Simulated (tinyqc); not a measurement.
Inside a calculation. Model: minority-electron transport through the base of a bipolar transistor (Moll-Ross and Kroemer integrals). Computed by tinyqc, a small Python program that keeps every step. Command: `OMP_NUM_THREADS=1 python tinyqc.py 3005088 3005089 out.jsonl base walk`. One thread of a shared host (Intel(R) Xeon(R) Processor @ 2.30GHz), about 0.01 s of CPU time with the checks. Intermediate numbers are printed to about 6 digits and carried at full precision; extremes and crossings named in words are read from the listed rows.

Low injection, one dimension, x from the emitter edge (0) to the collector edge (W), s = x/W. Recombination is treated as a small correction (valid for tau_B well below tau_n), computed from the stored charge.

Inputs (values chosen for the exercise, modelled on SiGe):
```
quantity                                     value        unit
intrinsic density n_i at the emitter edge  8.1e+10      1/cm^3
base doping at the emitter edge N_0        2.3e+18      1/cm^3
base width W                                   290          nm
mu_min                                         210  cm^2/(V s)
mu_max                                        1080  cm^2/(V s)
N_ref                                      1.2e+17      1/cm^3
saturation velocity v_s                          1    1e7 cm/s
electron lifetime tau_n                         59          ns
emitter Gummel number G_E                  7.7e+13      s/cm^4
base-emitter voltage V_BE                     0.65           V
temperature T                                  300           K
doping ratio N_0/N(W)                          4.8           -
gap narrowing across the base dE_g             160         meV
```

Base doping profile: Gaussian. Gap grading: linear. Exit of the base: saturation velocity.

Constants: k_B = 8.617333262e-05 eV/K; e = 1.602176634e-19 C.

## Profile and built-in field

N(x) = N_0 (ratio)^(-s^2); n_i(x)^2 = n_i^2 exp(s dE_g/k_B T); D(x) = (k_B T/e) mu, mu = mu_min + (mu_max - mu_min)/(1 + (N/N_ref)^0.7). Field that drives electrons towards the collector, averaged over the base: (k_B T/e) ln[N_0 n_i(W)^2/(N(W) n_i^2)]/W.

Across the base:
```
s     N (1/cm^3)  n_i(x)^2/n_i^2  D (cm^2/s)   y (s/cm^5)
0.0  2.30000e+18     1.00000e+00      7.9552  2.89118e+17
0.2  2.16012e+18     3.44807e+00      8.0554  7.77704e+16
0.4  1.78949e+18     1.18892e+01      8.3768  1.79679e+16
0.6  1.30762e+18     4.09948e+01      8.9863  3.54953e+15
0.8  8.42817e+17     1.41353e+02     10.0062  5.95881e+14
1.0  4.79167e+17     4.87396e+02     11.6150  8.46423e+13
```

drift factor eta (potential drop in k_B T/e) = 7.75769

mean built-in field = 6.91558 kV/cm

## Collector current and transit time

With y(x) = N n_i^2/(D n_i(x)^2): base Gummel number G_B = int_0^W y dx + N(W) n_i^2/(v_s n_i(W)^2); J_C = e n_i^2 exp(e V_BE/k_B T)/G_B; n(x) = (J_C/e)(n_i(x)^2/(N n_i^2)) [int_x^W y dx + the same exit term]; transit time tau_B = (e/J_C) int n dx; trapezoid rule on 401 even points.

base Gummel number G_B = 1.24834e+12 s/cm^4

collector current density J_C = 69.9630 A/cm^2

base transit time tau_B = 10.8985 ps

share of the exit term in G_B = 0.00787541 %

mean velocity W/tau_B = 0.266091 1e7 cm/s

Plain diffusion with the D of the emitter edge would take W^2/(2D) = 52.9 ps, 4.85 times the result.

## Gain and speed

Emitter-limited gain beta_E = G_E/G_B; recombination-limited gain beta_R = tau_n/tau_B; 1/beta = 1/beta_E + 1/beta_R; f_T from the base alone = 1/(2 pi tau_B).

beta_E = 61.6821

beta_R = 5413.57

current gain beta = 60.9872

f_T from the base alone = 14.6033 GHz

The gain is limited mainly by hole injection into the emitter (99 % of the base current).

## What grading buys

The formulas are those given above.

The same base with other gradings:
```
dE_g (meV)  dE_g/k_B T  G_B (s/cm^4)  J_C gain  tau_B (ps)  speed gain
0               0.0000   5.14869e+12   1.00000     30.3641     1.00000
25              0.9670   3.70356e+12   1.39020     24.2109     1.25415
50              1.9341   2.80813e+12   1.83350     19.9405     1.52274
75              2.9011   2.22277e+12   2.31634     16.8579     1.80118
100             3.8682   1.82097e+12   2.82744     14.5543     2.08626
150             5.8023   1.31901e+12   3.90344     11.3791     2.66841
200             7.7363   1.02542e+12   5.02104      9.3162     3.25929
300            11.6045   7.03844e+11   7.31510      6.8199     4.45230
```

At 100 meV J_C rises by a factor 2.83 and the transit is 2.09 times faster; at 300 meV the factors are 7.32 and 4.45. For a uniform base without exit term both tend to be linear in dE_g/k_B T, J_C as x/(1 - exp(-x)) and the speed as x/2.

Checks made by the program: Gummel integral against a 60-point Gauss rule (relative difference 3e-06).
